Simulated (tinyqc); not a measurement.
Thermionic emission over a Gaussian spread of barriers: one step of the calculation.

Metal on an n-type semiconductor with one parabolic valley; V > 0 is forward bias (metal positive). Patches of barrier height b are spread as a Gaussian with mean phi - r2 V and variance sg^2 + r3 V; each carries A* T^2 exp(-b/Vt) [exp(V/Vt) - 1].

Problem. The same mean by Simpson's rule. With mean mu and deviation s at this bias, take nb equally spaced b from mu - s^2/Vt - 3.5 s to mu + s, the Gaussian density g(b) and y = g exp(-(b - mu)/Vt); the integral I of y gives phi_ap = mu - Vt ln I.

Values chosen for this exercise; band and dielectric values close to those of cadmium telluride: temperature T = 400 K; barrier height seen from the metal phi = 1.2 eV; standard deviation of the barrier heights sg = 0.04 eV; shift of the mean barrier per volt, with its sign reversed (rho2) r2 = -0.048; change of sg^2 per volt (rho3) r3 = -0.0023 V; bias V = 0.26 V; barrier heights sampled nb = 9.

Constants: q = 1.602176634e-19 C, kB = 1.380649e-23 J/K, Vt = kB T/q. Results are converted to the units shown.

Give: b; g; y; I; phi_ap.

Solution.

| point | b (eV) | g (1/eV) | y (1/eV) |
|---|---|---|---|
| 0 | 1.0726 | 7.2677e-4 | 0.042029 |
| 1 | 1.0941 | 0.011519 | 0.35764 |
| 2 | 1.1155 | 0.11540 | 1.9236 |
| 3 | 1.1369 | 0.73077 | 6.5399 |
| 4 | 1.1584 | 2.9251 | 14.054 |
| 5 | 1.1798 | 7.4006 | 19.090 |
| 6 | 1.2013 | 11.835 | 16.390 |
| 7 | 1.2227 | 11.964 | 8.8952 |
| 8 | 1.2441 | 7.6441 | 3.0514 |

I = 1.4819
phi_ap = 1.1989 eV

tinyqc, about 0.01 s, one thread, Intel Xeon 2.30GHz (shared host): `OMP_NUM_THREADS=1 python tinyqc.py 2640006 2640007 out.jsonl`
